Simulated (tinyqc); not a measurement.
Two-dimensional electron gas with Rashba and Dresselhaus coupling: one step. The matrix. Three cases, with inputs chosen for the exercise.

Question. H = [[E0, Bx - i By], [Bx + i By, E0]] in meV; diagonalise. Precession period h/(2|B|) = 2 pi hbar/(splitting).

Constants: hbar = 6.58211957e-16 eV s.

Case 1.

E0 = 12.36439 meV

Bx, By (meV): 0.202060  -0.202060

Case 2.

E0 = 12.61598 meV

Bx, By (meV): 0.060409  -0.104632

Case 3.

E0 = 11.43875 meV

Bx, By (meV): 0.019808  -0.073923

Give: H; levels; period.

Answer.

Case 1.

H (meV):
```
                  up            down
up           12.3644  0.2021+0.2021i
down  0.2021-0.2021i         12.3644
```

levels (meV): 12.0786  12.6501

period = 7.24 ps

Case 2.

H (meV):
```
                  up            down
up           12.6160  0.0604+0.1046i
down  0.0604-0.1046i         12.6160
```

levels (meV): 12.4952  12.7368

period = 17.1 ps

Case 3.

H (meV):
```
                  up            down
up           11.4387  0.0198+0.0739i
down  0.0198-0.0739i         11.4387
```

levels (meV): 11.3622  11.5153

period = 27.0 ps

Computed by tinyqc, one run a case: `OMP_NUM_THREADS=1 python tinyqc.py N N+1 out.jsonl` with N = 1481224, 1481684, 1481875; one thread of a shared Intel(R) Xeon(R) Processor @ 2.30GHz, about 0.01 s a run at most.
